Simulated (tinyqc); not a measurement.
From results back to parameters: tight-binding t2g bands of a cubic perovskite. Two cases, with inputs chosen for the exercise.

Problem. At Gamma the t2g levels lie at 0 and at (Dso + Dt)/2 -/+ sqrt((Dso + Dt)^2/4 - 2 Dso Dt/3), with Dso > 0 and here Dt < 0. The two levels other than 0 come from hidden values.

Find: Dso, Dt.

Method. The sum of the two levels is Dso + Dt and their product 2 Dso Dt/3, so Dso and Dt are the roots of y^2 - S y + 3P/2 = 0; the positive one is Dso.

Case 1.

levels (eV): -0.008820  0.236820

Solution.

Dso, Dt (eV): 0.241  -0.013

Case 2.

levels (eV): -0.109163  0.026163

Solution.

Dso, Dt (eV): 0.036  -0.119

Computed by tinyqc, one run a case: `OMP_NUM_THREADS=1 python tinyqc.py N N+1 out.jsonl` with N = 1450043, 1450182; one thread of a shared Intel(R) Xeon(R) Processor @ 2.30GHz, about 0.01 s a run at most.
